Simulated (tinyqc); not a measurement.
Worked calculation: tight binding, dimerised chain. One step of it, computed by the program tinyqc.

Task: Levels at X. Diagonalise the Hermitian matrix.

H(k) at X (eV), order A, B:
```
[[0.000000, 0.030000],
 [0.030000, 0.000000]]
```

Give: eigenvalues; weights |c|^2 of the basis functions.

Result:

eigenvalues (eV): [-0.0300, 0.0300]

weights |c|^2 of the basis functions, order A, B:
```
[[0.5000, 0.5000],
 [0.5000, 0.5000]]
```
